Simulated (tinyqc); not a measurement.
Pariser-Parr-Pople SCF with singles CI, for the molecule C=C(N)C(=C)C=O (SMILES; centres numbered as the heavy atoms are written), step by step. Computed by tinyqc, a small Python program that keeps every step. Settings: charge = 0, gamma = MN, start = core, damping = 0.3, iteration cap = 55, excitations kept = 9. Command: `OMP_NUM_THREADS=1 python tinyqc.py 21870 21871 out.jsonl` (the two numbers bound the seeds that draw the settings). One thread of a shared host (Intel(R) Xeon(R) Processor @ 2.60GHz), about 0.01 s of CPU time with the checks. Later iterations appear only in the table of the cycle.

## PPP integrals

Centres (angstrom, eV; a flat drawing with bonds scaled to 1.40 angstrom):

| centre | x | y | core charge z | W | gamma_rr |
|---|---|---|---|---|---|
| 1C | 1.408000 | 1.529000 | 1 | 11.160000 | 11.130000 |
| 2C | 1.102000 | 0.163000 | 1 | 11.160000 | 11.130000 |
| 3N | 2.131000 | -0.786000 | 2 | 25.600000 | 16.800000 |
| 4C | -0.235000 | -0.255000 | 1 | 11.160000 | 11.130000 |
| 5C | -0.541000 | -1.621000 | 1 | 11.160000 | 11.130000 |
| 6C | -1.264000 | 0.694000 | 1 | 11.160000 | 11.130000 |
| 7O | -2.601000 | 0.276000 | 1 | 17.700000 | 15.200000 |

Resonance integrals (eV):

| i | j | beta |
|---|---|---|
| 1 | 2 | -2.600000 |
| 2 | 3 | -2.440000 |
| 2 | 4 | -2.600000 |
| 4 | 5 | -2.600000 |
| 4 | 6 | -2.600000 |
| 6 | 7 | -2.730000 |

Mataga-Nishimoto: gamma = 14.399645/(R + a), a = 2 x 14.399645/(gamma_rr + gamma_ss); H_rr = -W_r - sum_(s != r) z_s gamma_rs; H_rs = beta for bonds.

repulsion gamma_rs (eV):
```
           1C         2C         3N         4C         5C         6C         7O
1C  11.130000   5.345828   4.166084   3.871836   2.881099   3.517944   2.719977
2C   5.345828  11.130000   5.923526   5.343915   3.871836   3.872306   3.000860
3N   4.166084   5.923526  16.800000   4.166591   3.759155   3.041305   2.504423
4C   3.871836   5.343915   4.166591  11.130000   5.345828   5.345934   4.092394
5C   2.881099   3.871836   3.759155   5.345828  11.130000   3.871869   3.697738
6C   3.517944   3.872306   3.041305   5.345934   3.871869  11.130000   5.772324
7O   2.719977   3.000860   2.504423   4.092394   3.697738   5.772324  15.200000
```

core matrix H (eV):
```
            1C          2C          3N          4C          5C          6C          7O
1C  -37.828854   -2.600000    0.000000    0.000000    0.000000    0.000000    0.000000
2C   -2.600000  -44.441797   -2.440000   -2.600000    0.000000    0.000000    0.000000
3N    0.000000   -2.440000  -49.161083    0.000000    0.000000    0.000000    0.000000
4C    0.000000   -2.600000    0.000000  -43.493088   -2.600000   -2.600000    0.000000
5C    0.000000    0.000000    0.000000   -2.600000  -38.346680    0.000000    0.000000
6C    0.000000    0.000000    0.000000   -2.600000    0.000000  -39.622987   -2.730000
7O    0.000000    0.000000    0.000000    0.000000    0.000000   -2.730000  -41.992138
```

## Starting guess

pi electrons, sum of z_r less the charge = 8

Orbitals of the core matrix H.

P at the start:
```
           1C         2C         3N         4C         5C         6C         7O
1C   0.285317   0.654162  -0.128059  -0.117999  -0.142064  -0.077838   0.068825
2C   0.654162   1.710960   0.055755   0.177192  -0.146293  -0.099445   0.028477
3N  -0.128059   0.055755   1.989229  -0.031884   0.025342   0.015684  -0.003720
4C  -0.117999   0.177192  -0.031884   1.548488   0.638426   0.454523  -0.196582
5C  -0.142064  -0.146293   0.025342   0.638426   0.306905   0.124183  -0.233203
6C  -0.077838  -0.099445   0.015684   0.454523   0.124183   0.640782   0.795459
7O   0.068825   0.028477  -0.003720  -0.196582  -0.233203   0.795459   1.518319
```

## Iteration 1: Fock matrix

F_rr = H_rr + P_rr gamma_rr / 2 + sum_(s != r) P_ss gamma_rs; F_rs = H_rs - P_rs gamma_rs / 2; E = tr P (H + F) / 2 + core repulsion sum_(r<s) z_r z_s gamma_rs.

F (eV):
```
           1C         2C         3N         4C         5C         6C         7O
1C  -5.543526  -4.348518   0.266752   0.228437   0.204651   0.136914  -0.093601
2C  -4.348518  -5.110959  -2.605133  -3.073450   0.283212   0.192541  -0.042728
3N   0.266752  -2.605133  -7.771044   0.066424  -0.047632  -0.023849   0.004658
4C   0.228437  -3.073450   0.066424  -5.059726  -4.306459  -3.814925   0.402245
5C   0.204651   0.283212  -0.047632  -4.306459  -5.341030  -0.240410   0.431162
6C   0.136914   0.192541  -0.023849  -3.814925  -0.240410  -4.147454  -5.025825
7O  -0.093601  -0.042728   0.004658   0.402245   0.431162  -5.025825  -8.389959
```

pi energy = -111.806662 eV

## Iteration 1: orbitals and new P

Diagonalise F (the basis is taken as orthonormal) and form P = 2 sum c c over the lowest orbitals; 0.3 of the old P is kept.

orbital energies (eV): -12.808777  -11.205186  -9.380030  -7.371285  -2.774659  -0.555617  2.731858

P after iteration 1:
```
           1C         2C         3N         4C         5C         6C         7O
1C   0.912635   0.806822  -0.277417  -0.025204  -0.242576  -0.082397   0.039818
2C   0.806822   1.187722   0.281599   0.266407  -0.044873  -0.021962  -0.020636
3N  -0.277417   0.281599   1.895677  -0.035327  -0.045478  -0.015741   0.010316
4C  -0.025204   0.266407  -0.035327   1.177768   0.791644   0.420047  -0.113414
5C  -0.242576  -0.044873  -0.045478   0.791644   0.690945   0.180812  -0.307079
6C  -0.082397  -0.021962  -0.015741   0.420047   0.180812   0.681677   0.822256
7O   0.039818  -0.020636   0.010316  -0.113414  -0.307079   0.822256   1.453575
```

## Iteration 2: Fock matrix

As before.

F (eV):
```
           1C         2C         3N         4C         5C         6C         7O
1C  -5.600529  -4.756565   0.577872   0.048792   0.349442   0.144934  -0.054153
2C  -4.756565  -5.753482  -3.274029  -3.311827   0.086870   0.042522   0.030963
3N   0.577872  -3.274029  -9.181573   0.073597   0.085479   0.023937  -0.012918
4C   0.048792  -3.311827   0.073597  -5.873161  -4.715995  -3.722771   0.232067
5C   0.349442   0.086870   0.085479  -4.715995  -5.836917  -0.350040   0.567749
6C   0.144934   0.042522   0.023937  -3.722771  -0.350040  -4.892273  -5.103165
7O  -0.054153   0.030963  -0.012918   0.232067   0.567749  -5.103165  -8.841171
```

pi energy = -116.249602 eV

## Iteration 2: orbitals and new P

As before.

orbital energies (eV): -13.947277  -12.270314  -10.349938  -8.352945  -2.713782  -0.521126  2.176274

P after iteration 2:
```
           1C         2C         3N         4C         5C         6C         7O
1C   1.082001   0.844916  -0.341681   0.009186  -0.284064  -0.079238   0.023902
2C   0.844916   1.057491   0.361585   0.300320  -0.026604   0.001197  -0.037032
3N  -0.341681   0.361585   1.853531  -0.041042  -0.066731  -0.026828   0.015574
4C   0.009186   0.300320  -0.041042   1.064579   0.839605   0.400909  -0.078579
5C  -0.284064  -0.026604  -0.066731   0.839605   0.827419   0.183451  -0.330355
6C  -0.079238   0.001197  -0.026828   0.400909   0.183451   0.701158   0.840703
7O   0.023902  -0.037032   0.015574  -0.078579  -0.330355   0.840703   1.413820
```

## Convergence

Stop when output and input P, before any damping, agree to 1e-7.

Course of the cycle:

| iteration | E (eV) | largest \|P(out) - P(in)\| |
|---|---|---|
| 1 | -111.80666199 | 8.96e-01 |
| 2 | -116.24960184 | 2.42e-01 |
| 3 | -117.68636111 | 7.04e-02 |
| 4 | -118.13411994 | 2.64e-02 |
| 5 | -118.27161063 | 1.04e-02 |
| 6 | -118.31359283 | 4.32e-03 |
| 7 | -118.32639016 | 2.30e-03 |
| 8 | -118.33029254 | 1.41e-03 |
| 9 | -118.33148477 | 8.81e-04 |
| 10 | -118.33185024 | 5.54e-04 |
| 11 | -118.33196285 | 3.50e-04 |
| ... | ... | ... |
| 20 | -118.33201391 | 6.39e-06 |
| 21 | -118.33201391 | 4.12e-06 |
| 22 | -118.33201391 | 2.67e-06 |
| 23 | -118.33201391 | 1.73e-06 |
| 24 | -118.33201391 | 1.12e-06 |
| 25 | -118.33201391 | 7.24e-07 |
| 26 | -118.33201391 | 4.69e-07 |
| 27 | -118.33201391 | 3.05e-07 |
| 28 | -118.33201391 | 2.00e-07 |
| 29 | -118.33201391 | 1.31e-07 |
| 30 | -118.33201391 | 8.53e-08 |

Converged in 30 iterations.

## Converged orbitals

Charges are z - P_rr.

orbital energies (eV): -14.468000  -12.807215  -10.768100  -8.729645  -2.617765  -0.519470  2.069889

coefficients:
```
         MO1        MO2        MO3        MO4        MO5        MO6        MO7
1C  0.214289  -0.240855  -0.064319   0.682947   0.255544   0.508590   0.318667
2C  0.469648  -0.423139  -0.106475   0.313030  -0.090237  -0.460831  -0.520147
3N  0.310423  -0.457133  -0.503108  -0.591165   0.076533   0.230515   0.181874
4C  0.521053   0.004115   0.477764  -0.091474  -0.324587  -0.232514   0.576578
5C  0.269066  -0.001970   0.556092  -0.269095   0.645108   0.186397  -0.308287
6C  0.410083   0.426498  -0.059183  -0.031818  -0.466480   0.534782  -0.376591
7O  0.353679   0.609959  -0.436360   0.065778   0.426113  -0.317861   0.159739
```

pi charges: 1C -0.148970, 2C -0.017880, 3N 0.184146, 4C -0.016277, 5C 0.091898, 6C 0.290833, 7O -0.383750

## Singles CI, singlets

Over the 9 single excitations with the smallest orbital gaps: A = (e_a - e_i) delta + 2 (ia|jb) - (ij|ab), with (pq|rs) = sum c_mp c_mq gamma_mn c_nr c_ns. f = 2/3 w |mu|^2 in atomic units, mu = sqrt2 sum c_ia sum_m c_mi c_ma R_m.

singlet CI matrix (eV):
```
           4>5        3>5        4>6        2>5        3>6        4>7        1>5        2>6
4>5   3.214149  -0.367026   0.305874  -0.042739  -0.218198   0.287254  -0.103133  -0.083896
3>5  -0.367026   5.275295  -0.295177  -0.159292   0.029631   0.127205  -0.024700  -0.117531
4>6   0.305874  -0.295177   5.362320  -0.189396   0.028548   0.211043  -0.009693  -0.054954
2>5  -0.042739  -0.159292  -0.189396   6.976458   0.136990   0.054248   0.238983  -0.371572
3>6  -0.218198   0.029631   0.028548   0.136990   6.717675  -0.016666   0.364596  -0.227885
4>7   0.287254   0.127205   0.211043   0.054248  -0.016666   7.162884   0.140510  -0.209196
1>5  -0.103133  -0.024700  -0.009693   0.238983   0.364596   0.140510   8.361056  -0.215234
2>6  -0.083896  -0.117531  -0.054954  -0.371572  -0.227885  -0.209196  -0.215234   9.000819
3>7   0.189704  -0.159709  -0.116407  -0.149284  -0.102121  -0.125516  -0.548638   0.021229

           3>7
4>5   0.189704
3>5  -0.159709
4>6  -0.116407
2>5  -0.149284
3>6  -0.102121
4>7  -0.125516
1>5  -0.548638
2>6   0.021229
3>7   9.195282
```

singlet excitation energies (eV): 3.082321  4.951417  5.693325  6.622273  6.916698  7.194392  8.102808  9.083430  9.619274

oscillator strengths: 0.084573  0.033040  0.867487  0.249255  0.440301  0.237496  0.099475  0.047471  0.318202

## Singles CI, triplets

Over the 9 single excitations with the smallest orbital gaps: A = (e_a - e_i) delta - (ij|ab), with (pq|rs) = sum c_mp c_mq gamma_mn c_nr c_ns.

triplet CI matrix (eV):
```
           4>5        3>5        4>6        2>5        3>6        4>7        1>5        2>6
4>5   2.188903   0.695694  -0.921889   0.010509  -0.060319  -0.224252   0.224534   0.145234
3>5   0.695694   2.558658  -0.060319   0.744604  -0.134563  -0.274965  -0.534182  -0.867232
4>6  -0.921889  -0.060319   2.915699   0.145234  -0.005682  -1.370439  -0.031838   0.348524
2>5   0.010509   0.744604   0.145234   5.129549  -0.867232   0.108680  -0.889320   0.834996
3>6  -0.060319  -0.134563  -0.005682  -0.867232   5.616287  -0.439283  -0.450110   0.042991
4>7  -0.224252  -0.274965  -1.370439   0.108680  -0.439283   5.777272  -0.324229   0.222577
1>5   0.224534  -0.534182  -0.031838  -0.889320  -0.450110  -0.324229   6.648557   1.148126
2>6   0.145234  -0.867232   0.348524   0.834996   0.042991   0.222577   1.148126   6.939850
3>7  -0.274965   0.662902  -0.439283   0.254773   0.391564   0.151716   0.790338  -0.834672

           3>7
4>5  -0.274965
3>5   0.662902
4>6  -0.439283
2>5   0.254773
3>6   0.391564
4>7   0.151716
1>5   0.790338
2>6  -0.834672
3>7   7.589564
```

triplet excitation energies (eV): 1.042276  2.071642  3.210041  3.720686  5.861336  6.148567  6.861540  7.974476  8.473775
